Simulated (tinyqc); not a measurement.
Inputs raised by 5 %, one at a time: Haynes-Shockley experiment: drift, diffusion and decay of a minority-carrier pulse. Computed by tinyqc, a small Python program. Command: `OMP_NUM_THREADS=1 python tinyqc.py 3110174 3110175 out.jsonl haynes sens`. One thread of a shared host (Intel(R) Xeon(R) Processor @ 2.30GHz), about 0.02 s of CPU time with the checks.

A thin sheet of excess carriers is made at x = 0, t = 0 in a long uniform bar; injection is low, so the pulse moves with the minority mobility.

Inputs (values chosen for the exercise, modelled on electrons in p-type germanium in a lightly doped bar):

| quantity | value | unit |
|---|---|---|
| minority mobility mu | 3440 | cm^2/(V s) |
| lifetime tau | 260 | microsecond |
| temperature T | 330 | K |
| field F | 31 | V/cm |
| distance d to the collector | 0.74 | cm |
| injected sheet density N0 | 4.7e+10 | 1/cm^2 |

Constants: k_B = 8.617333262e-05 eV/K.

Method:
- D = mu k_B T/e, v = mu F.
- Transit time d/v, diffusion length sqrt(D tau), drift length v tau, Peclet number v d/D = e F d/(k_B T).
- dn(x, t) = N0/sqrt(4 pi D t) exp(-(x - v t)^2/(4 D t) - t/tau).
- At fixed x the signal peaks where d ln(dn)/dt = 0: a t^2 + t/2 - x^2/(4 D) = 0 with a = v^2/(4 D) + 1/tau.
- The full width at half maximum is found by solving dn(x, t) = peak/2 on both sides of the peak.
- With w the full width at half maximum: mu = d/(F t_p); D = (w d)^2/(16 ln2 t_p^3); Einstein ratio D/mu against k_B T/e.

Runs:

| input moved | from | to | time of the peak t_p (microsecond) | peak density (1/cm^3) | width at half maximum (microsecond) | apparent D (cm^2/s) |
|---|---|---|---|---|---|---|
| base run | - | - | 6.930 | 4.956e+11 | 0.8129 | 98.0 |
| minority mobility mu (cm^2/(V s)) | 3440 | 3612 | 6.600 | 4.963e+11 | 0.7742 | 102.9 |
| lifetime tau (microsecond) | 260 | 273 | 6.930 | 4.963e+11 | 0.8129 | 98.0 |
| temperature T (K) | 330 | 346.5 | 6.930 | 4.837e+11 | 0.8329 | 102.9 |
| field F (V/cm) | 31 | 32.55 | 6.601 | 5.085e+11 | 0.7556 | 98.0 |
| distance d to the collector (cm) | 0.74 | 0.777 | 7.277 | 4.831e+11 | 0.8330 | 98.0 |
| injected sheet density N0 (1/cm^2) | 4.7e+10 | 4.935e+10 | 6.930 | 5.204e+11 | 0.8129 | 98.0 |

Exponents ln(y'/y) / ln(x'/x):

| input | time of the peak t_p | peak density | width at half maximum | apparent D |
|---|---|---|---|---|
| minority mobility mu | -1.000 | 0.026 | -1.000 | 1.000 |
| lifetime tau | 0.000 | 0.026 | 0.000 | 0.000 |
| temperature T | -0.001 | -0.500 | 0.499 | 1.002 |
| field F | -0.999 | 0.526 | -1.499 | -0.002 |
| distance d to the collector | 1.001 | -0.528 | 0.501 | -0.002 |
| injected sheet density N0 | 0.000 | 1.000 | 0.000 | 0.000 |

Which inputs matter most for each result?

Among the inputs moved here: time of the peak t_p answers most in size to distance d to the collector (exponent +1.001), and about equally to minority mobility mu (-1.000), field F (-0.999); its exponent is below 0.0005 for lifetime tau, injected sheet density N0. Its exponent -0.999 in field F: pure drift, t = d/(mu F). Peak density answers most in size to injected sheet density N0 (exponent +1.000), next to distance d to the collector (-0.528). Its exponent +1.000 in injected sheet density N0: the equation is linear. Width at half maximum answers most in size to field F (exponent -1.499), next to minority mobility mu (-1.000); its exponent is below 0.0005 for lifetime tau, injected sheet density N0. Its exponent -1.499 in field F: sqrt(D t)/v with t = d/v. Its exponent +0.501 in distance d to the collector: the spread grows as sqrt(t). Apparent D answers most in size to temperature T (exponent +1.002), and about equally to minority mobility mu (+1.000); its exponent is below 0.0005 for lifetime tau, injected sheet density N0.

Extremes, crossings and ranges named in words are read from the listed rows.
